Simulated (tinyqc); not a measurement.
# Doping and offset from the band bending

Question. An n-N heterojunction in equilibrium with Boltzmann electrons and no holes obeys er1 N1 g(u1/Vt) = er2 N2 g(-u2/Vt), g(t) = exp(t) - t - 1, where u1 = psi_j - psi_L and u2 = psi_R - psi_j, and u1 + u2 = dEc + Vt ln(N2 Nc1/(N1 Nc2)). Find N2 and dEc.

Inputs (values chosen for the exercise); band and dielectric values close to those of CdTe and CdS:
- T = 300 K (temperature)
- er1 = 10.1 (relative permittivity of material 1)
- Nc1 = 7.9e17 cm^-3 (conduction-band density of states of material 1)
- er2 = 9.03 (relative permittivity of material 2)
- Nc2 = 2.19e18 cm^-3 (conduction-band density of states of material 2)
- N1 = 1e16 cm^-3 (donor density of material 1)

Constants: q = 1.602176634e-19 C, kB = 1.380649e-23 J/K, Vt = kB T/q. Results are converted to the units shown.

bending psi_j - psi_L = -0.099193933 V
bending psi_R - psi_j = -0.044701424 V

Answer. Continuity of D gives N2 directly; the sum of the bendings then gives the offset.

N2 = 1.100e16 cm^-3
dEc = -0.1200 eV

Numbers from tinyqc (`OMP_NUM_THREADS=1 python tinyqc.py 2040170 2040171 out.jsonl`; about 0.03 s on one thread of a shared Intel Xeon 2.30GHz).
